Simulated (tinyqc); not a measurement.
Global model of a low-pressure process discharge: electron temperature, density, ion flux and ion energy: one step, computed by the program tinyqc. Command: `OMP_NUM_THREADS=1 python tinyqc.py 3111526 3111527 out.jsonl plasma walk`. One thread of a shared host (Intel(R) Xeon(R) Processor @ 2.30GHz), about 0.01 s of CPU time with the checks.

Maxwellian electrons with temperature T_e in eV, one positive ion, no negative ions, uniform bulk density n; rate constants have the Arrhenius form.

Problem. Energy per pair and density. E_c = E_iz + (X0 exp(-E_ex/T_e) E_ex + K_el (3 m_0/M) T_e)/K_iz; wall potential V_s = (T_e/2) ln(M/(2 pi m_0)); E_T = E_c + 2 T_e + T_e/2 + V_s; n = P/(e u_B A_eff E_T); ion current density J = e h_L n u_B; ionised share n/n_g.

Inputs (values chosen for the exercise, of the order of those of an inductive discharge in a simple atomic gas):
```
quantity                      value   unit
ion mass M                       28      u
ionisation energy E_iz           15     eV
excitation prefactor X0     2.1e-14  m^3/s
excitation energy E_ex         8.92     eV
elastic rate constant K_el    1e-13  m^3/s
gas temperature T_g             600      K
absorbed power P                890      W
```

T_e = 4.103339 eV

K_iz = 8.787993e-16 m^3/s

Bohm velocity u_B = 3760.281 m/s

A_eff = 985.1314 cm^2

h_L = 0.3525102

gas density n_g = 3.138621e+19 1/m^3

Constants: m_0 = 9.1093837015e-31 kg; u = 1.6605390666e-27 kg; e = 1.602176634e-19 C.

Give: collisional loss per pair E_c; wall potential V_s; E_T; plasma density n; ion current density J; ionised share.

Solution.

collisional loss per pair E_c = 39.27 eV

wall potential V_s = 18.47 V

E_T = 68.00 eV

plasma density n = 2.205e+11 1/cm^3

ion current density J = 4.683 mA/cm^2

ionised share = 0.007026

Collisions take 58 % of the power and the walls the rest. T_e came from the particle balance alone; the power sets only n.
